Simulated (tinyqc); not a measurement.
Changing the film thickness h: capillary instabilities by surface diffusion: grooving and agglomeration of films, edge retraction, wire break-up and smoothing of roughness. Computed by tinyqc, a small Python program. Command: `OMP_NUM_THREADS=1 python tinyqc.py 3012349 3012350 out.jsonl dewet sweep`. One thread of a shared host (Intel(R) Xeon(R) Processor @ 2.30GHz), about 0.01 s of CPU time with the checks.

Isotropic surface energy; shapes change by surface diffusion alone.

Inputs (values chosen for the exercise, of the order of those of a gold film): surface energy gamma_s = 1.36 J/m^2; grain-boundary energy gamma_b = 0.45 J/m^2; interface energy gamma_i = 0.58 J/m^2; contact angle on the substrate theta = 120 degrees; atomic volume Omega = 17 angstrom^3; surface sites nu = 10 1/nm^2; prefactor D0 = 0.00041 m^2/s; activation energy Q = 0.895 eV; temperature T = 572 K; time t = 41 s; grain radius R = 330 nm.

Grooves: at the surface and the interface.

Constants: k_B = 8.617333262e-05 eV/K; k_B = 1.380649e-23 J/K.

Method:
- B = D_s nu gamma_s Omega^2/(k_B T), D_s = D0 exp(-Q/(k_B T)).
- Groove angle beta: sin(beta) = gamma_b/(2 gamma). For circular grains of radius R with spherical caps the groove ends (measured from the mean surface) at the depth R g(beta), g = (2 - 3 cos beta + cos^3 beta)/(3 sin^3 beta). The film parts if R [g(beta_s) + g(beta_i)] > h.
- Mullins' isolated groove: depth below the flat surface d = 0.780 m (B t)^(1/4), m = tan(beta_s), width between the ridges 4.6 (B t)^(1/4); time to reach h: (h/(0.780 m))^4/B.
- A rim shaped as a circular segment with contact angle theta holds the area h x; its radius r obeys r^2 (theta - sin theta cos theta) = h x. To advance, the edge must carry a strip of the rim height H = r (1 - cos theta) over the rim, driven by the curvature 1/r over the distance r theta (the scaling argument of Brandon and Bradshaw): H dx/dt = B/(theta r^2) gives x^(5/2) = (5/2) B t c^(3/2)/(theta (1 - cos theta) h^(3/2)), c = theta - sin theta cos theta.

One run for each value:
```
film thickness h (nm)  time to reach the substrate (s)  retraction x (nm)  final depth over h
2.0                                          2.056e-02               1722               23.77
3.3                                          1.524e-01               1275               14.40
5.3                                          1.014e+00                960                8.97
8.7                                          7.361e+00                713                5.46
14.0                                         4.936e+01                536                3.40
23.0                                         3.596e+02                398                2.07
38.0                                         2.679e+03                294                1.25
61.0                                         1.779e+04                222                0.78
100.0                                        1.285e+05                165                0.48
```

Over the rows, time to reach the substrate (s) rises from 0.0206 to 128000 (exponent d ln y / d ln x about 4.0 throughout); retraction x (nm) falls from 1720 to 165 (exponent d ln y / d ln x about -0.60 throughout); final depth over h falls from 23.8 to 0.475 (exponent d ln y / d ln x about -1.0 throughout). The exponent of time to reach the substrate stays at 4: surface diffusion over the length h. The exponent of retraction x stays at -0.60: a thicker film has more matter to move. At fixed B a film half as thick lasts a sixteenth as long, which a drop of about 80 K makes good: the agglomeration temperature is lower for thinner films.

Caution (rows 14.0, 23.0, 38.0, 61.0, 100): the grains are too small for the surface groove ever to reach the depth h. Caution (rows 100): the rim is not yet high against the film, as the scaling law assumes.
